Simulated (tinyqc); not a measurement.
Inputs raised by 5 %, one at a time: Schottky barrier with interface states (Cowley-Sze model), image lowering and contact resistance. Computed by tinyqc, a small Python program. Command: `OMP_NUM_THREADS=1 python tinyqc.py 3013079 3013080 out.jsonl pinning sens`. One thread of a shared host (Intel(R) Xeon(R) Processor @ 2.30GHz), about 0.03 s of CPU time with the checks.

An n-type semiconductor under a metal. The barrier lies between the Schottky-Mott limit phi_M - chi and the Bardeen limit E_g - E_n, E_n being the neutrality level of the interface states; the space-charge term of the full Cowley-Sze expression is left out.

Inputs (values chosen for the exercise, with gap, mass and screening modelled on GaSb):

| quantity | value | unit |
|---|---|---|
| gap E_g | 0.722 | eV |
| electron affinity chi | 4 | eV |
| metal work function phi_M | 4.52 | eV |
| neutrality level E_n above the valence band | 0.358 | eV |
| interface-state density D | 3.1e+14 | cm^-2 eV^-1 |
| dipole layer thickness delta | 0.45 | nm |
| dipole layer constant eps_i | 1 | - |
| dielectric constant eps_s | 15.5 | - |
| electron mass m_e | 0.0391 | m_0 |
| valleys M_c | 1 | - |
| donor density N | 4.4e+16 | cm^-3 |
| temperature T | 300 | K |
| reverse bias V_r | 1.1 | V |

Pinning factor from: interface states.

Constants: e = 1.602176634e-19 C; eps_0 = 8.8541878128e-12 F/m; k_B = 8.617333262e-05 eV/K; m_0 = 9.1093837015e-31 kg; k_B = 1.380649e-23 J/K; h = 6.62607015e-34 J s; hbar = 1.054571817e-34 J s.

Method:
- S = 1/(1 + e^2 D delta/(eps_i eps_0)); for D per eV, e^2 D is the number e x D in SI units, with 1 cm^-2 = 1e4 m^-2.
- phi_B = S (phi_M - chi) + (1 - S)(E_g - E_n); the hole barrier is E_g - phi_B.
- N_c = 2 M_c (2 pi m_e k_B T/h^2)^(3/2); xi = E_c - E_F solves N = N_c F_1/2(-xi/k_B T) (bisection; full ionisation).
- F_1/2(eta) = (2/sqrt(pi)) int_0^infinity sqrt(x)/(1 + exp(x - eta)) dx, by the trapezoid rule in t = sqrt(x) with step 0.02 up to t = 12 (for eta < -12 by exp(eta) - exp(2 eta)/2^(3/2)).
- V_bi = phi_B - xi; W = sqrt(2 eps_s eps_0 (V_bi + V_r - k_B T/e)/(e N)); field at the metal E_m = e N W/(eps_s eps_0); image lowering sqrt(e E_m/(4 pi eps_s eps_0)).
- A* = 4 pi e m_e M_c k_B^2/h^3 (a simple valley count); J_s = A* T^2 exp(-phi/k_B T).
- J_0 uses phi_B; the reverse current uses phi_B less the image lowering, times 1 - exp(-V_r/k_B T).
- E_00 = (e hbar/2) sqrt(N/(m_e eps_s eps_0)), E_0 = E_00 coth(E_00/k_B T); scaling form of the contact resistivity rho_c = (k_B/(e A* T)) exp(phi_B/E_0), which is the thermionic result when E_00 << k_B T and keeps only the leading exponential of tunnelling when E_00 >> k_B T; image lowering is left out of it.

Runs:

| input moved | from | to | barrier phi_B (eV) | J_0 (A/cm^2) | contact resistivity rho_c (ohm cm^2) | image lowering (eV) |
|---|---|---|---|---|---|---|
| base run | - | - | 0.36994 | 0.25789 | 0.08407 | 0.033425 |
| metal work function phi_M (eV) | 4.52 | 4.746 | 0.37856 | 0.18482 | 0.11682 | 0.033476 |
| electron affinity chi (eV) | 4 | 4.2 | 0.36232 | 0.34631 | 0.06283 | 0.033380 |
| interface-state density D (cm^-2 eV^-1) | 3.1e+14 | 3.255e+14 | 0.36967 | 0.26062 | 0.08320 | 0.033424 |
| dipole layer thickness delta (nm) | 0.45 | 0.4725 | 0.36967 | 0.26062 | 0.08320 | 0.033424 |
| donor density N (cm^-3) | 4.4e+16 | 4.62e+16 | 0.36994 | 0.25789 | 0.08334 | 0.033844 |
| reverse bias V_r (V) | 1.1 | 1.155 | 0.36994 | 0.25789 | 0.08407 | 0.033747 |
| electron mass m_e (m_0) | 0.0391 | 0.041055 | 0.36994 | 0.27078 | 0.08073 | 0.033413 |

Exponents ln(y'/y) / ln(x'/x):

| input | barrier phi_B | J_0 | contact resistivity rho_c | image lowering |
|---|---|---|---|---|
| metal work function phi_M | 0.472 | -6.828 | 6.744 | 0.031 |
| electron affinity chi | -0.427 | 6.042 | -5.968 | -0.028 |
| interface-state density D | -0.015 | 0.216 | -0.214 | -0.001 |
| dipole layer thickness delta | -0.015 | 0.216 | -0.214 | -0.001 |
| donor density N | 0.000 | 0.000 | -0.178 | 0.255 |
| reverse bias V_r | 0.000 | 0.000 | 0.000 | 0.196 |
| electron mass m_e | 0.000 | 1.000 | -0.831 | -0.007 |

Which inputs matter most for each result?

Among the inputs moved here: barrier phi_B answers most in size to metal work function phi_M (exponent +0.472), next to electron affinity chi (-0.427); its exponent is below 0.0005 for donor density N, reverse bias V_r, electron mass m_e. J_0 answers most in size to metal work function phi_M (exponent -6.828), next to electron affinity chi (+6.042); its exponent is below 0.0005 for donor density N, reverse bias V_r. Contact resistivity rho_c answers most in size to metal work function phi_M (exponent +6.744), next to electron affinity chi (-5.968); its exponent is below 0.0005 for reverse bias V_r. Image lowering answers most in size to donor density N (exponent +0.255), next to reverse bias V_r (+0.196). Its exponent +0.255 in donor density N: the lowering goes as the root of the field, N^(1/4).
